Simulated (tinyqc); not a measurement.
Modulation-doped quantum well, Poisson-Schroedinger loop: one step of the calculation.

A well of width L centred at z = 0 between barriers Vb; effective-mass electrons in two equivalent valleys, parabolic bands. The electrons come from donor sheets outside the mesh, a share fL of Ns on the left and the rest on the right, so the structure is neutral. Energies are counted from the band edge of the well, with U = 0 on the first node in the Hartree part.

Problem. Levels and probability densities. Tridiagonal Hamiltonian with psi = 0 one step beyond both ends: H_ii = C (1/m_(i-1/2) + 1/m_(i+1/2))/hz^2 + V0_i + U_i, H_(i,i+1) = -C/(m_(i+1/2) hz^2), C = hbar^2/(2 m0). The lowest 2 level(s) are kept, normalised to hz sum |psi|^2 = 1.

Inputs (values chosen for the exercise):
```
symbol   value  unit    meaning
hz      0.2067    nm  mesh step
```

Constants: q = 1.602176634e-19 C, hbar = 1.054571817e-34 J s, m0 = 9.1093837015e-31 kg, hbar^2/(2 m0) = 0.0380998212 eV nm^2. Results are converted to the units shown.

```
node  fixed potential V0 (eV)  self-consistent potential U at the start (eV)
1                  0.19800000                                              0
2                  0.19800000                                              0
3                  0.19800000                                              0
4                  0.19800000                                              0
5                  0.00000000                                              0
6                  0.00000000                                              0
7                  0.00000000                                              0
8                  0.00000000                                              0
9                  0.00000000                                              0
10                 0.00000000                                              0
11                 0.00000000                                              0
12                 0.00000000                                              0
13                 0.00000000                                              0
14                 0.00000000                                              0
15                 0.19800000                                              0
16                 0.19800000                                              0
17                 0.19800000                                              0
18                 0.19800000                                              0
```

mass on the intervals 1/2, 3/2, ... (mean of both at an interface) (m0): [0.925, 0.925, 0.925, 0.925, 0.931, 0.937, 0.937, 0.937, 0.937, 0.937, 0.937, 0.937, 0.937, 0.937, 0.931, 0.925, 0.925, 0.925, 0.925]

Wanted: levels; |psi|^2 of E1; |psi|^2 of E2.

Solution.

levels (eV): E1 0.0450, E2 0.1695

```
node  |psi|^2 of E1 (1/nm)  |psi|^2 of E2 (1/nm)
1                   0.0027                0.0171
2                   0.0124                0.0703
3                   0.0358                0.1662
4                   0.0881                0.3160
5                   0.2048                0.5393
6                   0.3456                0.6036
7                   0.4835                0.4640
8                   0.5929                0.2154
9                   0.6532                0.0271
10                  0.6532                0.0271
11                  0.5929                0.2154
12                  0.4835                0.4640
13                  0.3456                0.6036
14                  0.2048                0.5393
15                  0.0881                0.3160
16                  0.0358                0.1662
17                  0.0124                0.0703
18                  0.0027                0.0171
```

tinyqc, about 0.2 s, one thread, Intel Xeon 2.30GHz (shared host): `OMP_NUM_THREADS=1 python tinyqc.py 2140151 2140152 out.jsonl`
